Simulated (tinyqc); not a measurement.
From results back to parameters: heavy doping: gap narrowing, degeneracy and the minority density. Two cases, with inputs chosen for the exercise.

Problem. Narrowing at two dopings was computed from hidden E0 and N0, with N0 below Na.

Empirical narrowing (Slotboom form, constants chosen for the exercise; published fits of this form give the apparent narrowing, here it is taken as the true one): dEg = E0 [ln(N/N0) + sqrt(ln(N/N0)^2 + C)].

Find: N0; E0.

Method. The ratio dEg(Nb)/dEg(Na) depends on N0 alone and rises steadily with it; solve for ln N0 by bisection, then E0 from either value.

Case 1.

Values chosen (out of a larger set: gap and densities of states near those of Si at this temperature; narrowing constants near the fits for Si; not measured data):
- C = 0.5 (smoothing constant)
- Na = 8.7e+17 1/cm^3
- Nb = 2.6e+19 1/cm^3

dEg(Na) = 36.7481 meV
dEg(Nb) = 89.2599 meV

Solution.

N0 = 8.7e+16 1/cm^3
E0 = 7.80 meV

Case 2.

Values chosen (out of a larger set: gap and densities of states near those of Si at this temperature; narrowing constants near the fits for Si; not measured data):
- C = 0.5 (smoothing constant)
- Na = 8.5e+17 1/cm^3
- Nb = 2.6e+19 1/cm^3

dEg(Na) = 35.3818 meV
dEg(Nb) = 86.2893 meV

Solution.

N0 = 8.5e+16 1/cm^3
E0 = 7.51 meV

Computed by tinyqc, one run a case: `OMP_NUM_THREADS=1 python tinyqc.py N N+1 out.jsonl` with N = 1681261, 1681278; one thread of a shared Intel(R) Xeon(R) Processor @ 2.30GHz, about 0.02 s a run at most.
